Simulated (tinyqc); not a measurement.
Stark shift: double quantum well by finite differences.

Finite differences on points z_i at the centres of cells of width h: H_ii = (c/h^2)(1/m_(i-1/2) + 1/m_(i+1/2)) + V_i, H_(i,i+1) = -(c/h^2)/m_(i+1/2), where m_(i+1/2) is the mean of the masses at the two points (the end values are repeated outwards), psi = 0 on the points beyond both ends, c = hbar^2/2m0. The field adds e F (z - z0) with z0 the middle of the structure; 1 kV/cm = 1e-5 eV/angstrom.

Constants: hbar^2/2m0 = 3.80998211 eV angstrom^2.

Inputs chosen for the exercise (out of a larger set: near those of a GaAs well in AlGaAs; not measured data):
- layers = ((108, 0.308, 0.0985), (108, 0, 0.066), (27, 0.308, 0.0985), (135, 0, 0.066), (108, 0.308, 0.0985)) (each layer: thickness in angstrom, band edge in eV, mass in m0)
- hf = 1.6875 angstrom (cell width of the fine grid)
- Fs = (0, 6.67, 13.3, 20, 26.7, 33.3, 40) kV/cm (fields)

Fine grid. Perturbation theory: dE1 = e F z_11 - beta (e F)^2 with beta = sum_j z_1j^2/(E_j - E_1) over the 13 next levels at zero field, z from z0.

Levels against field:
```
F (kV/cm)  E1 (eV)  E2 (eV)  dE1 (meV)  second order (meV)  <z - z0> (angstrom)  E2 - E1 (meV)
0           0.0199   0.0285       0.00                0.00                 65.4            8.5
6.67        0.0225   0.0249       2.54                4.15                -53.7            2.5
13.3        0.0174   0.0288      -2.53                7.84                -81.8           11.4
20.0        0.0118   0.0329      -8.09               11.13                -83.6           21.1
33.3        0.0006   0.0407     -19.37               16.36                -86.0           40.2
40.0       -0.0052   0.0445     -25.16               18.34                -87.0           49.7
```

Give the missing row, F (kV/cm) = 26.7.

Computed row:
```
F (kV/cm)  E1 (eV)  E2 (eV)  dE1 (meV)  second order (meV)  <z - z0> (angstrom)  E2 - E1 (meV)
26.7        0.0062   0.0369     -13.73               13.98                -84.9           30.7
```

z_11 = 65.43 angstrom
beta = 4.894e+04 angstrom^2/eV

The state sits +65.4 angstrom off the middle at zero field, so the shift starts linearly in F. At 40 kV/cm E1 has moved by -25.16 meV, where second order gives +18.34 meV; the two first part by more than 10 % at 6.67 kV/cm. The electron moves by -152.4 angstrom, against the rise of the potential. E2 - E1 has its smallest listed value inside the range; the ends are 8.5 and 49.7 meV.

Run: tinyqc, `OMP_NUM_THREADS=1 python tinyqc.py 1250464 1250465 out.jsonl`; Intel(R) Xeon(R) Processor @ 2.30GHz, one thread, shared host; about 0.02 s of CPU time with all checks.
